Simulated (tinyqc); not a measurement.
Gaps across the alloy: virtual-crystal alloy in the empirical-pseudopotential method.

Empirical pseudopotential on the fcc lattice, atoms at +/- tau, tau = a (1,1,1)/8, no spin-orbit coupling. H(G,G') = c (2 pi/a)^2 |k + G|^2 delta + VS(q) cos(q.tau) + i VA(q) sin(q.tau), q = G - G', c = hbar^2/2m0; k and G in units of 2 pi/a; VS at |q|^2 = 3, 8, 11 and VA at 3, 4, 11, in rydberg, zero elsewhere. At each k the basis holds all G with |k + G|^2 up to 16; energies are counted from the fourth level at Gamma.

Virtual crystal A(1-x)B(x): a = (1 - x) a_A + x a_B. Rule linear: V = (1 - x) V_A + x V_B. Rule volume: V = [(1 - x) a_A^3 V_A + x a_B^3 V_B]/a^3, since a form factor is an atomic potential divided by the cell volume.

Constants: hbar^2/2m0 = 3.80998211 eV angstrom^2; Ry = 13.60569312 eV.

Inputs chosen for the exercise (classic local form factors of the size used for Si (A) and Ge (B), which place X and L only to a few tenths of an eV; the results hold for these values, not for the real material):
- a = (5.433, 5.661) angstrom (lattice constants of A, B)
- VSA = (-0.209, 0.041, 0.08) Ry (symmetric form factors of A)
- VAA = (0, 0, 0) Ry (antisymmetric form factors of A)
- VSB = (-0.226, 0.009, 0.059) Ry (symmetric form factors of B)
- VAB = (0, 0, 0) Ry (antisymmetric form factors of B)
- rule = volume (mixing rule)

Gaps from the valence top to the fifth band at Gamma, at L = (1/2,1/2,1/2) and at the lowest of k = (f,0,0), f = 0.70, 0.75, ..., 1.00. Bowing C = 4 [(E(0) + E(1))/2 - E(1/2)].

Gaps (eV):

| x | Gamma | Delta/X | f of the minimum | L | lowest |
|---|---|---|---|---|---|
| 0.000 | 3.334 | 0.757 | 0.85 | 1.844 | Delta/X |
| 0.167 | 3.347 | 0.779 | 0.85 | 1.671 | Delta/X |
| 0.333 | 3.015 | 0.800 | 0.85 | 1.499 | Delta/X |
| 0.500 | 2.539 | 0.819 | 0.85 | 1.329 | Delta/X |
| 0.667 | 2.073 | 0.837 | 0.85 | 1.161 | Delta/X |
| 0.833 | 1.616 | 0.854 | 0.85 | 0.995 | Delta/X |
| 1.000 | 1.170 | 0.869 | 0.85 | 0.833 | L |

bowing (eV): Gamma -1.150, Delta/X -0.026, L 0.038

The lowest valley changes: Delta/X to L between x = 0.833 and 1.000. From A to B the Gamma gap moves by -2.16 eV, L by -1.01 eV and Delta/X by +0.11 eV; a move of Delta/X below about 0.4 eV is within the error of such form factors, sign included. The virtual crystal holds no disorder and no bond relaxation, so its bowing comes from the non-linear dependence on the mean potential and volume alone, and it may differ from measured bowing, which is positive in these alloys, in size and even in sign; crossings move with it; where the character of the fifth band at Gamma changes along x, its value mixes two levels.

Run: tinyqc, `OMP_NUM_THREADS=1 python tinyqc.py 1081103 1081104 out.jsonl`; Intel(R) Xeon(R) Processor @ 2.30GHz, one thread, shared host; about 0.2 s of CPU time with all checks.
